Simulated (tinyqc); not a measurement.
Rapid thermal processing of a wafer: radiative balance, ramp and cooling, pattern effects, pyrometer error and spike budget: one step, computed by the program tinyqc.

The wafer is opaque and uniform through its thickness unless said otherwise; temperatures in formulas are in kelvin (C + 273.15). sigma = 5.670374419e-12 W/(cm^2 K^4).

Problem. Power to hold and to ramp. Effective emissivity between parallel grey plates: eps_eff = 1/(1/eps + 1/(1 - r) - 1). Loss per area q(T) = 2 eps_eff sigma (T^4 - T_w^4) + h (T - T_w). Absorbed power during a ramp = q(T) + C d x ramp rate; thermal time constant tau = C d/(dq/dT), dq/dT = 8 eps_eff sigma T^3 + h; natural cooling rate q/(C d); front-to-back difference under one-sided heating at the end of the ramp = (absorbed power) d/(2 k).

Inputs (values chosen for the exercise, modelled on a hot silicon wafer):
```
quantity                                              value         unit
wafer thickness d                                       725   micrometre
heat capacity per volume C                             2.01   J/(cm^3 K)
thermal conductivity k                                 0.21     W/(cm K)
emissivity eps of each face                            0.66            -
reflectivity of the chamber walls r                    0.23            -
gas heat-transfer coefficient h, both faces together   0.72  mW/(cm^2 K)
wall temperature T_w                                    700            K
process temperature                                    1120            C
ramp rate                                               140          K/s
```

Give: eps_eff; holding power q; power at the end of the ramp; dq/dT; time constant tau; natural cooling rate; front-to-back difference.

Solution.

eps_eff = 0.5513

holding power q = 22.55 W/cm^2

power at the end of the ramp = 42.95 W/cm^2

dq/dT = 68.34 mW/(cm^2 K)

time constant tau = 2.132 s

natural cooling rate = 154.7 K/s

front-to-back difference = 7.414 K

Radiation carries 98 % of the loss. The ramp needs 1.9 times the holding power.
